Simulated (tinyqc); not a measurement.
Dopant redistribution at a moving silicon-oxide interface during parabolic oxidation. Changing the segregation coefficient m = C(silicon)/C(oxide). Computed by tinyqc, a small Python program. Command: `OMP_NUM_THREADS=1 python tinyqc.py 3018075 3018076 out.jsonl segox sweep`. One thread of a shared host (Intel(R) Xeon(R) Processor @ 2.30GHz), about 0.02 s of CPU time with the checks.

Uniformly doped silicon is oxidised with x_ox = sqrt(B t); the interface advances into the silicon by alpha x_ox, alpha = 0.44. The dopant does not move in the oxide, and at the interface C(silicon) = m C(oxide).

Inputs (values chosen for the exercise, modelled on boron in silicon under dry oxygen): dopant prefactor D0 = 0.855 cm^2/s; dopant activation energy E = 3.5 eV; oxidation prefactor B0 = 775 um^2/h; oxidation activation energy E_B = 1.25 eV; bulk doping C_B = 7.9e+16 1/cm^3; temperature T = 1150 C; time t = 0.31 h.

Constants: k_B = 8.617333262e-05 eV/K.

Method:
- D = D0 exp(-E/(k_B T)), converted with 1 cm^2/s = 3.6e11 um^2/h; B = B0 exp(-E_B/(k_B T)); s = alpha sqrt(B/(4 D)), the interface advance over 2 sqrt(D t).
- Temperatures in kelvin are T(C) + 273.15.
- With the dopant diffusivity D and s = alpha x_ox/(2 sqrt(D t)), in the silicon C = C_B + (C_s - C_B) erfc(y/(2 sqrt(D t)))/erfc(s), y from the original surface. Dopant balance at the interface gives C_s/C_B = 1/[1 + (1/(m alpha) - 1) g], g = sqrt(pi) s exp(s^2) erfc(s).
- Consumed silicon held alpha x_ox C_B; the oxide holds x_ox times the dopant concentration in the oxide; the difference is the excess in the silicon; 1 um = 1e-4 cm.

One run for each value; columns: (1) segregation coefficient m = C(silicon)/C(oxide); (2) ratio C_s/C_B; (3) concentration in the oxide (1/cm^3); (4) excess in the silicon (1/cm^2):
```
(1)      (2)         (3)          (4)
0.05  0.1181  1.8667e+17  -1.4409e+12
0.12  0.2492  1.6409e+17  -1.2267e+12
0.27  0.4454  1.3031e+17  -9.0624e+11
0.63  0.6955  8.7214e+16  -4.9752e+11
3.4   1.0589  2.4605e+16   9.6318e+10
7.9   1.1358  1.1358e+16   2.2196e+11
18    1.1719  5.1434e+15   2.8091e+11
43    1.1891  2.1846e+15   3.0897e+11
100   1.1963  9.4507e+14   3.2073e+11
```

Give the missing row, segregation coefficient m = C(silicon)/C(oxide) = 1.5.

Computed row; columns: (1) segregation coefficient m = C(silicon)/C(oxide); (2) ratio C_s/C_B; (3) concentration in the oxide (1/cm^3); (4) excess in the silicon (1/cm^2):
```
(1)     (2)         (3)          (4)
1.5  0.9204  4.8474e+16  -1.3007e+11
```

Interpolating between the two neighbouring rows (the first column on a logarithmic scale, the others too where they are positive) misses most in excess in the silicon (1/cm^2), by 48 %. Over the rows, ratio C_s/C_B rises from 0.118 to 1.20 (exponent d ln y / d ln x 0.85 between the first rows and 0.0071 between the last); concentration in the oxide (1/cm^3) falls from 1.87e17 to 9.45e14 (exponent d ln y / d ln x -0.15 between the first rows and -0.99 between the last); excess in the silicon (1/cm^2) rises from -1.44e12 to 3.21e11. At the high end the exponent of ratio C_s/C_B is 0.01, close to 0: almost all dopant is rejected already. The ratio passes 1 and the excess changes sign at m = 1/alpha = 2.27.

Caution (all rows): in this case the oxide is not much thicker than a typical Deal-Grove length A, so real growth is slower than parabolic. Caution (all rows): parabolic growth needs an oxide much thicker than the Deal-Grove length A, which fails for thin films and low temperatures; oxidation-enhanced or retarded diffusion is ignored.
